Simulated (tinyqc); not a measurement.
Inside a calculation. Model: resistance of a tapered via with liner, size effect and interface.

Numbers from tinyqc (`OMP_NUM_THREADS=1 python tinyqc.py 2750080 2750081 out.jsonl`; about 0.01 s on one thread of a shared Intel Xeon 2.30GHz). Printed values are rounded.

A round via whose diameter grows from db at the bottom as D(z) = db + 2 z/tan(ang). The fill, of diameter D - 2 tl, starts above the bottom liner (thickness fb tl) and has rho = rho0 (1 + ks lam/(D - 2 tl)); the sidewall liner conducts in parallel with it. The bottom liner and the interface are crossed over the full area pi db^2/4. Spreading in the lines above and below is left out.

Inputs (values chosen for the exercise); fill metal close to ruthenium:
- db = 16 nm (diameter at the bottom)
- hv = 39 nm (height)
- ang = 86 degrees (sidewall angle)
- rho0 = 7.86 uohm cm (bulk resistivity of the fill)
- lam = 6.56 nm (mean free path of the fill)
- ks = 1.5 (size-effect factor)
- tl = 0.2 nm (liner on the sidewall)
- fb = 0.5 (liner at the bottom over that on the sidewall)
- rl = 230 uohm cm (resistivity of the liner)
- ri = 5.9e-12 ohm cm^2 (interface resistivity at the bottom)
- Sb = 1.5e15 S/m^2 (ballistic conductance per area, about 3/(4 rho0 lam))

## Slices of the via

Slices between z0 = fb tl and hv, evaluated at their midpoints: conductance per length pi/4 [(D - 2 tl)^2/rho + (D^2 - (D - 2 tl)^2)/rl], slice resistance = slice height over that. 6 slices.

```
slice	z (nm)	D (nm)	rho (uohm cm)	slice resistance (ohm)
0	3.34167	16.4673	12.6736	4.04126
1	9.825	17.3741	12.4165	3.54829
2	16.3083	18.2808	12.1854	3.13861
3	22.7917	19.1875	11.9767	2.79470
4	29.2750	20.0942	11.7872	2.50339
5	35.7583	21.0009	11.6143	2.25460
```

## Total resistance

R_fill = sum of the slices; R_bottom = rl fb tl/(pi db^2/4); R_interface = ri/(pi db^2/4); ballistic (Sharvin) limit 1/(Sb pi (db - 2 tl)^2/4); ideal cylinder rho0 hv/(pi db^2/4).

parts (ohm): fill 18.2809, bottom liner 1.14393, interface 2.93442
R = 22.3592 ohm
shares (%): fill 81.7599, bottom liner 5.1161, interface 13.1240
ballistic limit = 3.48795 ohm
ideal cylinder = 15.2460 ohm

The fill is the largest part, and R is 1.47 times the ideal cylinder. With 2000 slices R = 22.375 ohm.
